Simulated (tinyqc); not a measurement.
# Two-dimensional dopant profile at a mask edge: lateral junction, overlap and effective channel length, step by step

A worked calculation. Computed by tinyqc, a small Python program that keeps every step. Command: `OMP_NUM_THREADS=1 python tinyqc.py 3020523 3020524 out.jsonl lateral walk`. One thread of a shared host (Intel(R) Xeon(R) Processor @ 2.30GHz), about 0.01 s of CPU time with the checks. Intermediate numbers are printed to about 7 digits and carried at full precision; extremes and crossings named in words are read from the listed rows.

Ions enter for y < 0; the mask (spacer, then gate) covers y > 0. x is the depth. The surface reflects dopant during the anneal.

Inputs (values chosen for the exercise, modelled on a source-drain extension in silicon): dose Q = 1.7e+15 1/cm^2; projected range R_p = 6.8 nm; vertical straggle = 3.1 nm; lateral straggle = 2.6 nm; anneal budget D t = 1.8e-14 cm^2; channel doping C_B = 2e+17 1/cm^3; gate length L_g = 45 nm; offset spacer = 0.38 nm; oxide thickness = 1.7 nm.

Constants: eps_0 = 8.8541878128e-12 F/m.

## Widths and vertical profile

Widths s_x^2 = (vertical straggle)^2 + 2 D t, s_y^2 = (lateral straggle)^2 + 2 D t. C(x, y) = V(x) (1/2) erfc(y/(sqrt2 s_y)), V(x) = Q/(sqrt(2 pi) s_x) [exp(-(x - R_p)^2/(2 s_x^2)) + exp(-(x + R_p)^2/(2 s_x^2))]; 1 nm = 1e-7 cm. The vertical junction far from the mask solves V(x) = C_B.

s_x = 3.634556 nm

s_y = 3.218695 nm

V at the surface = 6.483956e+20 1/cm^3

V at R_p = 1.867683e+21 1/cm^3

vertical junction x_j = 22.34042 nm

Caution: the peak exceeds usual solubilities, so part of the dose is inactive and diffusion is concentration dependent.

## Lateral junction at the surface

The lateral junction at depth x solves C = C_B: y_j(x) = sqrt2 s_y erfc^-1(2 C_B/V(x)). Overlap under the gate = y_j(0) - spacer; metallurgical channel L_met = L_g - 2 overlap (tails from the two sides are not added). Abruptness at y_j(0) in nm per decade = ln(10) s_y sqrt(pi/2) exp(u^2) erfc(u), u = y_j/(sqrt2 s_y). Overlap capacitance per width = 3.9 eps_0 overlap/t_ox (zero if there is no overlap).

lateral junction y_j(0) = 11.02104 nm

ratio y_j(0)/x_j = 0.4933227

overlap = 10.64104 nm

metallurgical channel L_met = 23.71792 nm

lateral abruptness = 2.014026 nm/decade

overlap capacitance = 0.2161466 fF/um

The two overlaps take 47 % of the gate length. Caution: the profile peaks below the surface, where the junction reaches further under the gate than y_j(0); the overlap given is the one at the surface.

## Junction contour

The lateral junction at depth x solves C = C_B: y_j(x) = sqrt2 s_y erfc^-1(2 C_B/V(x)). Depths are 0, 0.15, 0.3, 0.45, 0.6, 0.75, 0.9 and 0.97 of x_j.

Contour:
```
x/x_j    x (nm)    V (1/cm^3)  y_j (nm)
0.00    0.00000  6.483956e+20  11.02104
0.15    3.35106  1.227288e+21  11.56727
0.30    6.70213  1.867186e+21  11.91439
0.45   10.05319  1.250124e+21  11.58271
0.60   13.40425  3.580481e+20  10.49045
0.75   16.75532  4.382838e+19   8.39204
0.90   20.10638  2.292887e+18   4.37110
0.97   21.67021  4.325781e+17   0.30426
```

The contour reaches furthest, 11.91 nm, at x/x_j = 0.3 among these rows, below the surface, where punch-through would start. It crosses the mask edge where V = 2 C_B.

## What the anneal budget does

x_j solves V(x) = C_B. Budgets are multiples of the given D t (at 0 the mirror term is kept, which overstates V(0) as implanted); those with V(0) not above 2.5 C_B are left out.

Junctions (nm):
```
multiple       s_x       s_y       x_j    y_j(0)    y_j/x_j      L_met
0.0       3.100000  2.600000  20.16964   8.54548  0.4236802   28.66905
0.1       3.157531  2.668333  20.40429   8.82140  0.4323307   28.11720
0.3       3.269557  2.800000  20.86047   9.35145  0.4482857   27.05710
1.0       3.634556  3.218695  22.34042  11.02104  0.4933227   23.71792
2.0       4.100000  3.736308  24.21461  13.04936  0.5389043   19.66129
4.0       4.900000  4.600000  27.40592  16.35134  0.5966353   13.05732
8.0       6.197580  5.963221  32.51409  21.39399  0.6579916    2.97201
16.0      8.198171  8.022468  40.25787  28.73618  0.7138028  -11.71236
```

The ratio y_j/x_j goes from 0.42 to 0.71: as implanted, x_j includes R_p and y_j only the lateral straggle; after long diffusion both scale roughly with sqrt(D t) as long as V(0) stays far above C_B, and the ratio stays below 1 because the edge starts from half the concentration and an erfc falls faster than the Gaussian. L_met is negative in the rows beyond a multiple of 8: source and drain merge.

Checks made by the program: lateral profile against the convolution of a step with a Gaussian (relative difference 4e-10).
